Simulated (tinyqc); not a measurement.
Quantum point contact as a saddle point: plateau quality against the barrier curvature.

Potential V0 - m wx^2 x^2/2 + m wy^2 y^2/2; energies are counted from V0. Mode n = 0, 1, ... transmits T_n(E) = 1/(1 + exp(-2 pi (E - E_n)/wx)), E_n = wy (n + 1/2); each mode carries 2 q^2/h.

g(T) = int g(E) (-df/dE) dE = int g(mu + x kB T) dx/(4 cosh^2(x/2)), g(E) the zero-temperature value at E, g = G/(2 q^2/h).

Parameters, values chosen for the exercise:
- T = 1 K (temperature)
- wy = 4 meV (transverse quantum hbar wy)

Constants: q = 1.602176634e-19 C, kB = 1.380649e-23 J/K, Vt = kB T/q. Results are converted to the units shown.

Result of one run:
```
slope wy dg/dmu at mu = wy	slope at mu = 1.5 wy	g at mu = wy
0.09324	2.663	1.000
```

Which curvature of the barrier hbar wx wx gave this result: 2.26, 3.91, 4.74 or 5.57 meV?

wx = 2.26 meV.

The whole series:
```
wx (meV)	slope wy dg/dmu at mu = wy	slope at mu = 1.5 wy	g at mu = wy
0.6	5.503e-7	7.333	1.000
1.43	0.006869	3.988	1.000
2.26	0.09324	2.663	1.000
3.09	0.2819	1.990	1.000
3.91	0.4898	1.604	1.000
4.74	0.6636	1.365	1.000
5.57	0.7857	1.218	1.001
6.4	0.8623	1.128	1.003
```

The slope on the first plateau rises from 5.50e-7 to 0.862 and the slope on the second riser falls from 7.33 to 1.13; a slope of 1 everywhere means no steps at all. The plateau slope passes 0.5 at wx = 4.74 meV among the rows.

Program tinyqc, `OMP_NUM_THREADS=1 python tinyqc.py 2740017 2740018 out.jsonl`; Intel Xeon 2.30GHz, shared host, one thread, about 0.04 s.
